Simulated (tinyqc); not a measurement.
Raising U: Hubbard chain of 4 sites, mean field against exact. Computed by the program tinyqc. Collinear unrestricted mean field (the lowest of 40 random starts) against exact diagonalisation.

one-body matrix (hopping and site energies) (eV):
```
,1,2,3,4
1,0.5500,-1.5500,0.0000,0.0000
2,-1.5500,0.3300,-1.5500,0.0000
3,0.0000,-1.5500,0.4800,-1.5500
4,0.0000,0.0000,-1.5500,0.0800
```

electrons, up and down: 2  2

Exact and mean-field results (eV):
```
U,U/t,E exact,E mean field,mean |n_up - n_down|,"double occupancy, exact",first gap in the sector
0.780,0.503,-4.78634,-4.74705,0.000,0.227,1.723
3.100,2.000,-3.03120,-2.44701,0.381,0.153,1.231
4.650,3.000,-2.20595,-1.42155,0.695,0.114,1.007
6.200,4.000,-1.59170,-0.78641,0.819,0.085,0.840
9.300,6.000,-0.78123,-0.08169,0.918,0.050,0.617
12.400,8.000,-0.29245,0.28927,0.953,0.031,0.482
18.600,12.000,0.24922,0.66845,0.979,0.015,0.331
31.000,20.000,0.71358,0.97574,0.993,0.006,0.202
```

Estimate the missing row, U = 1.55.

Computed row:
```
U        U/t   E exact  E mean field  mean |n_up - n_down|  double occupancy, exact  first gap in the sector
1.550  1.000  -4.12685      -3.97078                 0.000                    0.201                    1.534
```

In absolute terms mean field is worst at U/t = 4.0, 0.805 eV too high: at small U it is nearly exact, and at large U it misses only exchange-scale energies. Its local moments set in at U/t = 2.0 of those listed, a broken symmetry that the exact state of a finite cluster with equal spins does not have. Relative to the exact energy its error is 0.8 % at the smallest U, 199 % at most and 37 % at the largest. The double occupancy falls from 0.227 to 0.006.
